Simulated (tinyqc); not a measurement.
Worked calculation: CIS and TDHF on RHF in the sto-3g basis, for H6, spin multiplicity 1. Computed by tinyqc, a small Python program that keeps every step (integrals from PySCF). Settings: charge = 0, multiplicity = 1, basis = sto-3g, method = RHF, energy threshold = 1e-10, iteration cap = 68, orthogonalisation = symmetric, start = atomic densities, DIIS depth = 6, TDHF = 1. Command: `OMP_NUM_THREADS=1 python tinyqc.py 24887 24888 out.jsonl` (the two numbers bound the seeds that draw the settings). One thread of a shared host (Intel(R) Xeon(R) Processor @ 2.60GHz), about 0.1 s of CPU time with the checks. The early iterations of the SCF are left out here.

## One-electron integrals

Geometry (angstrom):
```
atom         x         y         z
H     0.000000  0.000000  0.000000
H     0.000000  0.000000  0.952000
H     0.000000  0.000000  1.943000
H     0.000000  0.000000  2.894000
H     0.000000  0.000000  3.885000
H     0.000000  0.000000  4.837000
```

Basis sto-3g: exponents (1/bohr^2) and contraction coefficients of normalised primitives:
```
element  l (shell)  exponent  coefficient
H            s (1)  3.425251     0.154329
H            s (1)  0.623914     0.535328
H            s (1)  0.168855     0.444635
```

Overlap, kinetic and nuclear-attraction integrals over the contracted functions; the nuclear repulsion is the sum of Za Zb / Rab.

nuclear repulsion = 4.75375964 hartree

overlap S, lower triangle:
```
          1H 1s     2H 1s     3H 1s     4H 1s     5H 1s     6H 1s
1H 1s  1.000000
2H 1s  0.525193  1.000000
3H 1s  0.130813  0.501803  1.000000
4H 1s  0.022785  0.131024  0.525800  1.000000
5H 1s  0.002368  0.021017  0.131024  0.501803  1.000000
6H 1s  0.000176  0.002368  0.022785  0.130813  0.525193  1.000000
```

kinetic energy T (hartree), lower triangle:
```
           1H 1s      2H 1s      3H 1s      4H 1s     5H 1s     6H 1s
1H 1s   0.760032
2H 1s   0.130095   0.760032
3H 1s  -0.009319   0.114683   0.760032
4H 1s  -0.007550  -0.009303   0.130507   0.760032
5H 1s  -0.001502  -0.007211  -0.009303   0.114683  0.760032
6H 1s  -0.000174  -0.001502  -0.007550  -0.009319  0.130095  0.760032
```

nuclear attraction V (hartree), lower triangle:
```
           1H 1s      2H 1s      3H 1s      4H 1s      5H 1s      6H 1s
1H 1s  -2.462525
2H 1s  -1.312982  -2.867813
3H 1s  -0.321175  -1.367265  -3.006728
4H 1s  -0.055055  -0.340586  -1.477338  -3.006728
5H 1s  -0.005624  -0.052062  -0.340586  -1.367265  -2.867813
6H 1s  -0.000415  -0.005624  -0.055055  -0.321175  -1.312982  -2.462525
```

core Hamiltonian H = T + V (hartree), lower triangle:
```
           1H 1s      2H 1s      3H 1s      4H 1s      5H 1s      6H 1s
1H 1s  -1.702493
2H 1s  -1.182888  -2.107781
3H 1s  -0.330494  -1.252582  -2.246697
4H 1s  -0.062605  -0.349889  -1.346830  -2.246697
5H 1s  -0.007126  -0.059272  -0.349889  -1.252582  -2.107781
6H 1s  -0.000589  -0.007126  -0.062605  -0.330494  -1.182888  -1.702493
```

## Two-electron integrals

Functions are numbered as in S; the eight-fold symmetry (ij|kl) = (ji|kl) = (kl|ij) leaves the list below.

Two-electron integrals (ij|kl) in chemists' order, unique and non-zero (hartree):
```
(11|11) 0.774606   (21|11) 0.332051   (21|21) 0.178803   (22|11) 0.493953
(22|21) 0.332051   (22|22) 0.774606   (31|11) 0.062200   (31|21) 0.036951
(31|22) 0.078117   (31|31) 0.008907   (32|11) 0.180864   (32|21) 0.125310
(32|22) 0.313488   (32|31) 0.035351   (32|32) 0.161633   (33|11) 0.271215
(33|21) 0.186957   (33|22) 0.480983   (33|31) 0.062200   (33|32) 0.313488
(33|33) 0.774606   (41|11) 0.008410   (41|21) 0.005303   (41|22) 0.011916
(41|31) 0.001406   (41|32) 0.006004   (41|33) 0.011914   (41|41) 0.000241
(42|11) 0.037271   (42|21) 0.025256   (42|22) 0.062316   (42|31) 0.007551
(42|32) 0.035415   (42|33) 0.078254   (42|41) 0.001408   (42|42) 0.008937
(43|11) 0.115810   (43|21) 0.076313   (43|22) 0.187225   (43|31) 0.025245
(43|32) 0.125492   (43|33) 0.332536   (43|41) 0.005309   (43|42) 0.037060
(43|43) 0.179262   (44|11) 0.182837   (44|21) 0.115702   (44|22) 0.271350
(44|31) 0.037222   (44|32) 0.180972   (44|33) 0.494291   (44|41) 0.008410
(44|42) 0.062316   (44|43) 0.332536   (44|44) 0.774606   (51|11) 0.000662
(51|21) 0.000434   (51|22) 0.001033   (51|31) 0.000128   (51|32) 0.000584
(51|33) 0.001282   (51|41) 0.000024   (51|42) 0.000149   (51|43) 0.000616
(51|44) 0.001049   (51|51) 2.53e-06   (52|11) 0.004782   (52|21) 0.003157
(52|22) 0.007673   (52|31) 0.000979   (52|32) 0.004657   (52|33) 0.011010
(52|41) 0.000194   (52|42) 0.001293   (52|43) 0.005808   (52|44) 0.011010
(52|51) 0.000022   (52|52) 0.000205   (53|11) 0.024272   (53|21) 0.015461
(53|22) 0.036530   (53|31) 0.004944   (53|32) 0.023879   (53|33) 0.062316
(53|41) 0.001056   (53|42) 0.007463   (53|43) 0.037060   (53|44) 0.078254
(53|51) 0.000128   (53|52) 0.001293   (53|53) 0.008937   (54|11) 0.078672
(54|21) 0.048393   (54|22) 0.109726   (54|31) 0.014886   (54|32) 0.069711
(54|33) 0.180972   (54|41) 0.003272   (54|42) 0.023879   (54|43) 0.125492
(54|44) 0.313488   (54|51) 0.000419   (54|52) 0.004657   (54|53) 0.035415
(54|54) 0.161633   (55|11) 0.136210   (55|21) 0.081838   (55|22) 0.180408
(55|31) 0.024238   (55|32) 0.109726   (55|33) 0.271350   (55|41) 0.005141
(55|42) 0.036530   (55|43) 0.187225   (55|44) 0.480983   (55|51) 0.000662
(55|52) 0.007673   (55|53) 0.062316   (55|54) 0.313488   (55|55) 0.774606
(61|11) 0.000039   (61|21) 0.000025   (61|22) 0.000061   (61|31) 0.000008
(61|32) 0.000038   (61|33) 0.000091   (61|41) 1.59e-06   (61|42) 0.000011
(61|43) 0.000049   (61|44) 0.000091   (61|51) 1.82e-07   (61|52) 1.70e-06
(61|53) 0.000011   (61|54) 0.000038   (61|55) 0.000061   (61|61) 1.42e-08
(62|11) 0.000442   (62|21) 0.000281   (62|22) 0.000662   (62|31) 0.000088
(62|32) 0.000419   (62|33) 0.001049   (62|41) 0.000018   (62|42) 0.000128
(62|43) 0.000616   (62|44) 0.001282   (62|51) 2.20e-06   (62|52) 0.000022
(62|53) 0.000149   (62|54) 0.000584   (62|55) 0.001033   (62|61) 1.82e-07
(62|62) 2.53e-06   (63|11) 0.003631   (63|21) 0.002248   (63|22) 0.005141
(63|31) 0.000696   (63|32) 0.003272   (63|33) 0.008410   (63|41) 0.000149
(63|42) 0.001056   (63|43) 0.005309   (63|44) 0.011914   (63|51) 0.000018
(63|52) 0.000194   (63|53) 0.001408   (63|54) 0.006004   (63|55) 0.011916
(63|61) 1.59e-06   (63|62) 0.000024   (63|63) 0.000241   (64|11) 0.018112
(64|21) 0.010931   (64|22) 0.024238   (64|31) 0.003264   (64|32) 0.014886
(64|33) 0.037222   (64|41) 0.000696   (64|42) 0.004944   (64|43) 0.025245
(64|44) 0.062200   (64|51) 0.000088   (64|52) 0.000979   (64|53) 0.007551
(64|54) 0.035351   (64|55) 0.078117   (64|61) 0.000008   (64|62) 0.000128
(64|63) 0.001406   (64|64) 0.008907   (65|11) 0.063878   (65|21) 0.037795
(65|22) 0.081838   (65|31) 0.010931   (65|32) 0.048393   (65|33) 0.115702
(65|41) 0.002248   (65|42) 0.015461   (65|43) 0.076313   (65|44) 0.186957
(65|51) 0.000281   (65|52) 0.003157   (65|53) 0.025256   (65|54) 0.125310
(65|55) 0.332051   (65|61) 0.000025   (65|62) 0.000434   (65|63) 0.005303
(65|64) 0.036951   (65|65) 0.178803   (66|11) 0.109402   (66|21) 0.063878
(66|22) 0.136210   (66|31) 0.018112   (66|32) 0.078672   (66|33) 0.182837
(66|41) 0.003631   (66|42) 0.024272   (66|43) 0.115810   (66|44) 0.271215
(66|51) 0.000442   (66|52) 0.004782   (66|53) 0.037271   (66|54) 0.180864
(66|55) 0.493953   (66|61) 0.000039   (66|62) 0.000662   (66|63) 0.008410
(66|64) 0.062200   (66|65) 0.332051   (66|66) 0.774606
```

## Orthogonalisation

S = U s U^T; symmetric (Loewdin) form X = U s^(-1/2) U^T, so that X^T S X = 1.

eigenvalues of S: 0.232614  0.359560  0.605853  1.061499  1.614540  2.125935

X, lower triangle:
```
           1H 1s      2H 1s      3H 1s      4H 1s      5H 1s     6H 1s
1H 1s   1.139958
2H 1s  -0.356505   1.291394
3H 1s   0.066849  -0.376340   1.303283
4H 1s  -0.012536   0.073808  -0.397159   1.303283
5H 1s   0.002570  -0.012766   0.073808  -0.376340   1.291394
6H 1s  -0.000580   0.002570  -0.012536   0.066849  -0.356505  1.139958
```

## Iteration 8 (converged): orbitals

converged F (hartree), lower triangle:
```
           1H 1s      2H 1s      3H 1s      4H 1s      5H 1s      6H 1s
1H 1s  -0.265201
2H 1s  -0.499028  -0.374635
3H 1s  -0.169489  -0.420016  -0.382569
4H 1s  -0.013050  -0.168469  -0.508603  -0.382569
5H 1s   0.000777  -0.030369  -0.168469  -0.420016  -0.374635
6H 1s  -0.008825   0.000777  -0.013050  -0.169489  -0.499028  -0.265201
```

Diagonalise F' = X^T F X, C = X C', fill 3 alpha and 3 beta electrons from the bottom; D = 2 C_occ C_occ^T. Each column has its largest component positive (the first on a tie).

F' = X^T F X (hartree), lower triangle:
```
           1          2          3          4          5         6
1   0.005542
2  -0.522698   0.104479
3   0.076876  -0.441576   0.111550
4   0.009674   0.085720  -0.560082   0.111550
5   0.005393  -0.015349   0.085720  -0.441576   0.104479
6  -0.012753   0.005393   0.009674   0.076876  -0.522698  0.005542
```

orbital energies (hartree): MO1 -0.682774, MO2 -0.549451, MO3 -0.340154, MO4 0.253553, MO5 0.656315, MO6 1.105654

coefficients C:
```
            MO1        MO2        MO3        MO4        MO5        MO6
1H 1s  0.161965   0.346390   0.461150   0.628112  -0.688701   0.451133
2H 1s  0.273135   0.414343   0.274043  -0.343545   0.880988  -0.852348
3H 1s  0.367182   0.138245  -0.436268  -0.560400  -0.364165   1.103205
4H 1s  0.367182  -0.138245  -0.436268   0.560400  -0.364165  -1.103205
5H 1s  0.273135  -0.414343   0.274043   0.343545   0.880988   0.852348
6H 1s  0.161965  -0.346390   0.461150  -0.628112  -0.688701  -0.451133
```

D after iteration 8, lower triangle:
```
           1H 1s      2H 1s      3H 1s      4H 1s     5H 1s     6H 1s
1H 1s   0.717757
2H 1s   0.628275   0.642765
3H 1s  -0.187654   0.076031   0.688528
4H 1s  -0.379202  -0.153093   0.612081   0.688528
5H 1s   0.054177  -0.043956  -0.153093   0.076031  0.642765
6H 1s   0.237811   0.054177  -0.379202  -0.187654  0.628275  0.717757
```

## Convergence

Stop when the energy changes by less than 1e-10 hartree and every element of the error matrix X^T (F D S - S D F) X is below 3e-06.

Course of the cycle:
```
iteration  E (hartree)     change  largest element of the error matrix
1          -2.48618995          -                             5.79e-02
2          -3.15592408  -6.70e-01                             4.28e-02
3          -3.15954205  -3.62e-03                             3.16e-02
4          -3.16290454  -3.36e-03                             8.66e-03
5          -3.16317298  -2.68e-04                             1.32e-04
6          -3.16317301  -3.29e-08                             2.97e-05
7          -3.16317302  -2.91e-09                             1.51e-07
8          -3.16317302  -7.37e-14                             3.64e-09
```

PySCF RHF in the same basis = -3.16317302 hartree

Converged in 8 iterations.

## Integrals over molecular orbitals

(pq|rs) = sum C_ip C_jq C_kr C_ls (ij|kl), one index at a time.

one-electron integrals over orbitals h = C^T H C (hartree), lower triangle:
```
           1          2          3          4          5          6
1  -2.328607
2   0.000000  -2.079328
3   0.148894   0.000000  -1.936618
4   0.000000   0.212320   0.000000  -1.694759
5  -0.066631   0.000000  -0.176705   0.000000  -1.382371
6   0.000000   0.044580   0.000000   0.157927   0.000000  -1.189220
```

Two-electron integrals over orbitals (pq|rs), unique and non-zero (hartree):
```
(11|11) 0.435617    (21|21) 0.132564    (22|11) 0.350644    (22|22) 0.384366
(31|11) -0.081225   (31|22) 0.030355    (31|31) 0.105425    (32|21) 0.104699
(32|32) 0.129749    (33|11) 0.373458    (33|22) 0.353267    (33|31) -0.023681
(33|33) 0.378189    (41|21) -0.050289   (41|32) 0.013395    (41|41) 0.079729
(42|11) -0.078959   (42|22) -0.011544   (42|31) 0.060088    (42|33) -0.004795
(42|42) 0.085593    (43|21) 0.082196    (43|32) 0.083558    (43|41) -0.010327
(43|43) 0.103966    (44|11) 0.379562    (44|22) 0.357571    (44|31) -0.024023
(44|33) 0.371667    (44|42) -0.017442   (44|44) 0.386857    (51|11) 0.004758
(51|22) 0.035940    (51|31) 0.032883    (51|33) -0.015515   (51|42) -0.028647
(51|44) -0.004963   (51|51) 0.054541    (52|21) 0.042136    (52|32) 0.001438
(52|41) -0.052900   (52|43) -0.033435   (52|52) 0.085290    (53|11) 0.083015
(53|22) 0.013922    (53|31) -0.063160   (53|33) 0.017153    (53|42) -0.079004
(53|44) 0.013869    (53|51) 0.020533    (53|53) 0.085453    (54|21) -0.108145
(54|32) -0.122896   (54|41) -0.002102   (54|43) -0.084646   (54|52) -0.005784
(54|54) 0.132286    (55|11) 0.370728    (55|22) 0.392172    (55|31) 0.017994
(55|33) 0.369086    (55|42) -0.018560   (55|44) 0.377965    (55|51) 0.033979
(55|53) 0.020689    (55|55) 0.420034    (61|21) 0.001877    (61|32) -0.023633
(61|41) -0.029739   (61|43) 0.040345    (61|52) -0.032536   (61|54) 0.020735
(61|61) 0.068368    (62|11) -0.006974   (62|22) -0.036964   (62|31) -0.030742
(62|33) 0.007012    (62|42) 0.023464    (62|44) 0.008918    (62|51) -0.048835
(62|53) -0.025364   (62|55) -0.036477   (62|62) 0.051238    (63|21) -0.050520
(63|32) 0.005815    (63|41) 0.073438    (63|43) -0.011964   (63|52) -0.052242
(63|54) -0.005784   (63|61) -0.028228   (63|63) 0.078290    (64|11) -0.084156
(64|22) 0.022529    (64|31) 0.101136    (64|33) -0.026455   (64|42) 0.062031
(64|44) -0.028228   (64|51) 0.029995    (64|53) -0.064695   (64|55) 0.020901
(64|62) -0.030485   (64|64) 0.110467    (65|21) -0.135695   (65|32) -0.110072
(65|41) 0.050869    (65|43) -0.087582   (65|52) -0.043869   (65|54) 0.116646
(65|61) -0.002346   (65|63) 0.055853    (65|65) 0.154173    (66|11) 0.466125
(66|22) 0.376673    (66|31) -0.087693   (66|33) 0.403587    (66|42) -0.086883
(66|44) 0.414153    (66|51) 0.005507    (66|53) 0.093864    (66|55) 0.408745
(66|62) -0.008571   (66|64) -0.097565   (66|66) 0.528198
```

## CIS matrix, singlets

A(ia,jb) = (e_a - e_i) d_ij d_ab + 2 (ia|jb) - (ij|ab).

CIS matrix A, singlet (hartree), lower triangle:
```
          1>4       1>5        1>6        2>4       2>5       2>6       3>4       3>5
1>4  0.716223
1>5  0.000000  1.077445
1>6  0.024679  0.000000   1.459039
2>4  0.000000  0.050851   0.000000   0.616620
2>5  0.002345  0.000000   0.070624   0.000000  0.984175
2>6  0.000000  0.038024   0.000000   0.024400  0.000000  1.380908
3>4  0.003369  0.000000  -0.020446   0.000000  0.056025  0.000000  0.429972
3>5  0.000000  0.023072   0.000000  -0.035112  0.000000  0.059343  0.000000  0.798289
3>6  0.045740  0.000000   0.031237   0.000000  0.005589  0.000000  0.002526  0.000000

          3>6
3>6  1.198800
```

## CIS singlet states

dipole integrals <i|r|a> (bohr):
```
            x         y          z
1>4  0.000000  0.000000  -0.107317
1>5  0.000000  0.000000   0.000000
1>6  0.000000  0.000000  -0.122515
2>4  0.000000  0.000000   0.000000
2>5  0.000000  0.000000   0.450388
2>6  0.000000  0.000000   0.000000
3>4  0.000000  0.000000  -2.304847
3>5  0.000000  0.000000   0.000000
3>6  0.000000  0.000000  -0.128084
```

Diagonalise A (1 hartree = 27.211386 eV); each vector has its largest component positive (the first on a tie). The transition dipole is mu = sqrt2 sum c_ia <i|r|a>.

singlet excitation energies (eV): 11.526201  16.397880  19.356695  21.758920  26.669414  29.335469  32.623598  37.904546  40.117884

lowest vectors:
```
       state 1    state 2    state 3    state 4    state 5    state 6
1>4  -0.012457   0.000000   0.995303   0.000000  -0.003968   0.000000
1>5   0.000000  -0.110651   0.000000  -0.030801   0.000000   0.984597
1>6   0.027019   0.000000  -0.028493   0.000000  -0.140100   0.000000
2>4   0.000000   0.972730   0.000000  -0.207214   0.000000   0.098147
2>5  -0.102689   0.000000  -0.001927   0.000000   0.984486   0.000000
2>6   0.000000  -0.040325   0.000000  -0.088701   0.000000  -0.139239
3>4   0.994264   0.000000   0.012782   0.000000   0.105421   0.000000
3>5   0.000000   0.199818   0.000000   0.973779   0.000000   0.039345
3>6  -0.002854   0.000000  -0.091611   0.000000  -0.005535   0.000000
```

oscillator strengths 2/3 w |mu|^2: 3.091113  0.000000  0.014098  0.000000  0.062515  0.000000

## TDHF (RPA) singlet states

B(ia,jb) = 2 (ia|jb) - (ib|ja); the squared energies are the eigenvalues of (A - B)(A + B); 1 hartree = 27.211386 eV.

TDHF matrix B, singlet (hartree), lower triangle:
```
           1>4        1>5        1>6        2>4        2>5       2>6        3>4       3>5
1>4   0.079729
1>5   0.000000   0.054541
1>6  -0.029739   0.000000   0.068368
2>4   0.000000  -0.004394   0.000000   0.085593
2>5  -0.077153   0.000000  -0.016236   0.000000   0.085290
2>6   0.000000  -0.065135   0.000000   0.023464   0.000000  0.051238
3>4  -0.010327   0.000000   0.007253   0.000000   0.012133  0.000000   0.103966
3>5   0.000000   0.020533   0.000000  -0.124572   0.000000  0.001513   0.000000  0.085453
3>6   0.106531   0.000000  -0.028228   0.000000  -0.079119  0.000000  -0.011964  0.000000

          3>6
3>6  0.078290
```

squared energies w^2 (hartree^2): 0.168835  0.348331  0.488102  0.606597  0.939946  1.153712  1.404842  1.934729  2.168041

TDHF energies from the positive w^2 (eV): 11.181024  16.060044  19.011052  21.193409  26.381657  29.228023  32.252572  37.849548  40.066773

## CIS matrix, triplets

A(ia,jb) = (e_a - e_i) d_ij d_ab - (ij|ab).

CIS matrix A, triplet (hartree), lower triangle:
```
           1>4        1>5        1>6        2>4       2>5       2>6       3>4       3>5
1>4   0.556765
1>5   0.000000   0.968362
1>6   0.084156   0.000000   1.322304
2>4   0.000000   0.108145   0.000000   0.445433
2>5   0.108145   0.000000   0.135695   0.000000  0.813594
2>6   0.000000   0.135695   0.000000  -0.022529  0.000000  1.278432
3>4   0.024023   0.000000  -0.101136   0.000000  0.122896  0.000000  0.222039
3>5   0.000000  -0.017994   0.000000   0.122896  0.000000  0.110072  0.000000  0.627384
3>6  -0.101136   0.000000   0.087693   0.000000  0.110072  0.000000  0.026455  0.000000

          3>6
3>6  1.042220
```

## CIS triplet states

Diagonalise A (1 hartree = 27.211386 eV); each vector has its largest component positive (the first on a tie).

triplet excitation energies (eV): 4.975252  9.685320  13.129258  18.390772  22.580773  25.688508  28.835628  36.566618  38.152446

lowest vectors:
```
       state 1    state 2    state 3    state 4    state 5    state 6
1>4  -0.034262   0.000000   0.906118   0.000000   0.366367   0.000000
1>5   0.000000  -0.189134   0.000000  -0.053698   0.000000   0.919746
1>6   0.114605   0.000000  -0.064423   0.000000  -0.217449   0.000000
2>4   0.000000   0.868232   0.000000   0.456198   0.000000   0.191575
2>5  -0.204641   0.000000  -0.339886   0.000000   0.854574   0.000000
2>6   0.000000   0.102374   0.000000  -0.131324   0.000000  -0.329845
3>4   0.971307   0.000000  -0.027208   0.000000   0.214522   0.000000
3>5   0.000000  -0.447125   0.000000   0.878495   0.000000  -0.092572
3>6  -0.019417   0.000000   0.241943   0.000000  -0.205366   0.000000
```

## TDHF (RPA) triplet states

B(ia,jb) = - (ib|ja); the squared energies are the eigenvalues of (A - B)(A + B); 1 hartree = 27.211386 eV.

TDHF matrix B, triplet (hartree), lower triangle:
```
           1>4        1>5        1>6        2>4        2>5        2>6        3>4        3>5
1>4  -0.079729
1>5   0.000000  -0.054541
1>6   0.029739   0.000000  -0.068368
2>4   0.000000   0.052900   0.000000  -0.085593
2>5   0.028647   0.000000   0.048835   0.000000  -0.085290
2>6   0.000000   0.032536   0.000000  -0.023464   0.000000  -0.051238
3>4   0.010327   0.000000  -0.073438   0.000000   0.079004   0.000000  -0.103966
3>5   0.000000  -0.020533   0.000000   0.033435   0.000000   0.052242   0.000000  -0.085453
3>6  -0.040345   0.000000   0.028228   0.000000   0.025364   0.000000   0.011964   0.000000

           3>6
3>6  -0.078290
```

squared energies w^2 (hartree^2): 0.005664  0.104238  0.216488  0.450926  0.675123  0.884437  1.112730  1.803271  1.960270

TDHF energies from the positive w^2 (eV): 2.047950  8.785445  12.660986  18.272717  22.358465  25.590819  28.704204  36.541065  38.098569
